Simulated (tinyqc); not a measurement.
## The weight eta from points of equal mobility

Question. If the mobility depends on E = q (Ndep + eta Ns)/(eps0 eps_r) alone, two points of equal mobility on its falling branch have equal E. Find eta and E.

Values chosen for this exercise:

| symbol | value | unit | meaning |
|---|---|---|---|
| eps_r | 11.9 |  | relative permittivity of the semiconductor |

Constants: q = 1.602176634e-19 C, eps0 = 8.8541878128e-14 F/cm where lengths are in cm. Results are converted to the units shown.

Ndep at two body biases (cm^-2): 2.5408670e12  4.1124701e12
Ns at which the mobility is the same (cm^-2): 1.5e13  1.1507549e13

Solution. eta is the ratio of the differences of Ndep and Ns.

eta = 0.4500
E = 1.413 MV/cm

tinyqc, about 0.03 s, one thread, Intel Xeon 2.30GHz (shared host): `OMP_NUM_THREADS=1 python tinyqc.py 2510080 2510081 out.jsonl`
